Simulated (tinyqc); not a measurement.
## Thickness from the transmission

Question. A dielectric of barrier phi1 and mass m1 carries the voltage V, so U = phi1 - V x/t1. At E = 0 the WKB exponent is S = (4 t1/(3 V)) sqrt(m1/C) [phi1^1.5 - max(phi1 - V, 0)^1.5], C = hbar^2/(2 m0), and T = exp(-S). Find S, t1 and the field.

Values chosen for this exercise:
```
symbol,value,unit,meaning
phi1,1.52,eV,barrier of layer 1 above the emitter Fermi level at zero bias
m1,0.2,m0,tunnelling mass of layer 1
V,2.6,V,voltage across the dielectric
```

Constants: q = 1.602176634e-19 C, hbar = 1.054571817e-34 J s, m0 = 9.1093837015e-31 kg, hbar^2/(2 m0) = 0.0380998212 eV nm^2. Results are converted to the units shown.

T at E = 0 = 7.7295081e-5

Answer. At fixed V the exponent is proportional to t1.

S = 9.468
t1 = 4.300 nm
field = 6.047 MV/cm

Numbers from tinyqc (`OMP_NUM_THREADS=1 python tinyqc.py 2540017 2540018 out.jsonl`; about 0.03 s on one thread of a shared Intel Xeon 2.30GHz).
